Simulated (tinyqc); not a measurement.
Moment against the Stoner parameter: Stoner model of a band ferromagnet.

Density of states per atom and spin: semi-elliptic, D(e) = (8 M/(pi W^2)) sqrt(W^2/4 - e^2). Levels e -/+ I m/2 for up and down spin, m = n_up - n_down, n_up + n_down = nd. At zero temperature e(N) is the energy below which N states lie, and E(m) = sum over spins of integral e D de - I m^2/4.

Values chosen for the exercise:
- W = 4.5 eV (band width, e from -W/2 to W/2)
- M = 5 (states per atom and spin)
- nd = 8.16 (electrons per atom)

Lowest state for each I.

Results:

| I (eV) | I D(EF) | m (muB) | E - E(0) (meV) |
|---|---|---|---|
| 0.50 | 0.604 | 0.000 | 0.0 |
| 0.67 | 0.809 | 0.000 | 0.0 |
| 0.75 | 0.906 | 0.000 | 0.0 |
| 0.83 | 1.002 | 0.339 | 0.0 |
| 0.91 | 1.099 | 1.708 | -36.2 |
| 1.04 | 1.256 | 1.840 | -143.9 |
| 1.25 | 1.509 | 1.840 | -321.7 |
| 1.49 | 1.799 | 1.840 | -524.8 |

A moment first appears at I = 0.83 eV of those listed, where I D(EF) = 1.002. It is saturated at 1.840 from I = 1.04 eV on.

tinyqc: `OMP_NUM_THREADS=1 python tinyqc.py 1680829 1680830 out.jsonl`; about 0.3 s, one thread, shared Intel(R) Xeon(R) Processor @ 2.30GHz.
